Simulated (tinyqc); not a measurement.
Worked calculation: time-domain thermoreflectance: layered heat flow under a modulated pulse train, and what the signal ratio measures. Computed by tinyqc, a small Python program that keeps every step. Command: `OMP_NUM_THREADS=1 python tinyqc.py 3110927 3110928 out.jsonl tdtr walk`. One thread of a shared host (Intel(R) Xeon(R) Processor @ 2.30GHz), about 0.3 s of CPU time with the checks. Intermediate numbers are printed to about 6 digits and carried at full precision; extremes and crossings named in words are read from the listed rows.

Pulses repeat at 80 MHz; heat is laid down at the surface, all layers are isotropic, and the film is in perfect contact with the substrate.

Inputs (values chosen for the exercise, modelled on aluminium on germanium):

| quantity | value | unit |
|---|---|---|
| metal thickness d | 110 | nm |
| metal conductivity | 190 | W/(m K) |
| metal heat capacity | 2.42 | MJ/(m^3 K) |
| boundary conductance G under the metal | 77 | MW/(m^2 K) |
| film thickness | 260 | nm |
| film conductivity | 5.2 | W/(m K) |
| film heat capacity | 1.8 | MJ/(m^3 K) |
| substrate conductivity kappa | 60.6 | W/(m K) |
| substrate heat capacity C | 1.71 | MJ/(m^3 K) |
| modulation frequency f | 5 | MHz |
| spot radius w (1/e^2, pump and probe) | 4.8 | micrometre |
| delay t | 730 | ps |

Stack: metal, film, substrate.

## Length and time scales

Penetration depth sqrt(kappa/(pi f C)); effusivity sqrt(kappa C); cooling time of the metal d C_m/G; Kapitza length kappa/G.

penetration depth = 1.50203 micrometre

effusivity = 10179.7 W s^(1/2)/(m^2 K)

cooling time of the metal = 3457.14 ps

Kapitza length = 787.013 nm

depth over spot radius = 0.312923

The penetration depth is not small against the spot, so radial spreading in the substrate matters at f.

## Impedance at k = 0 and the modulation frequency

For radial wave number k and angular frequency W each layer has u = sqrt(4 pi^2 k^2 + i W C/kappa) and gamma = kappa u. Surface impedance from below: Z = 1/gamma for the substrate; a layer of thickness L maps Z to (Z + tanh(u L)/gamma)/(1 + gamma Z tanh(u L)); a boundary adds 1/G. Take k = 0 and W = 2 pi f.

Z of the substrate = 12.3930-12.3930i m^2 K/GW

Z at the surface = 35.3004-34.7710i m^2 K/GW

## Response at the modulation frequency

Response per absorbed watt H(W) = 2 pi int_0^(2/w) Z(k, W) exp(-pi^2 k^2 w^2) k dk by 20 Gauss-Legendre points.

H(2 pi f) = 0.475514-0.385888i K/mW

phase of H(2 pi f) = -39.0599 degrees

## Signal at one delay

Signal: X + iY = sum_(m = -M..M) H(2 pi (f + m f_r)) exp(i 2 pi m f_r t) exp(-pi (m/M)^2 x 4), f_r = 80 MHz, M = 4000, with H(-W) the complex conjugate of H(W); V_in = X, V_out = Y, ratio = -V_in/V_out.

V_in = 0.790705 K/mW

V_out = -0.378386 K/mW

ratio -V_in/V_out = 2.08968

## Ratio and sensitivities against delay

Sensitivity S = ln(ratio'/ratio)/ln(1.01) for a rise of one input by 1 %.

Ratio and sensitivities:

| t (ps) | ratio | S to kappa | S to G | S to d | S to C | S to w | S to film conductivity |
|---|---|---|---|---|---|---|---|
| 100 | 2.37806 | 0.097317 | 0.0735666 | -0.705053 | 0.093840 | -0.365372 | 0.494515 |
| 200 | 2.31741 | 0.097762 | 0.0605753 | -0.716308 | 0.094027 | -0.361549 | 0.488872 |
| 400 | 2.22182 | 0.098452 | 0.0418008 | -0.681824 | 0.094289 | -0.354606 | 0.477787 |
| 800 | 2.06458 | 0.099800 | 0.0174850 | -0.625175 | 0.094857 | -0.342424 | 0.456876 |
| 1500 | 1.85173 | 0.102264 | -0.0060948 | -0.551233 | 0.096071 | -0.325051 | 0.425447 |
| 2500 | 1.62480 | 0.106150 | -0.0219838 | -0.478046 | 0.098272 | -0.306276 | 0.390115 |
| 4000 | 1.37683 | 0.112859 | -0.0305355 | -0.407855 | 0.102481 | -0.287010 | 0.351886 |

The largest sensitivity in size at 100 ps is to d (-0.71). The substrate conductivity is hardly felt at 400 ps.

Checks made by the program: steady rise of a bare substrate, 1/(2 sqrt(pi) w kappa), from the same quadrature (relative difference below 1e-10).
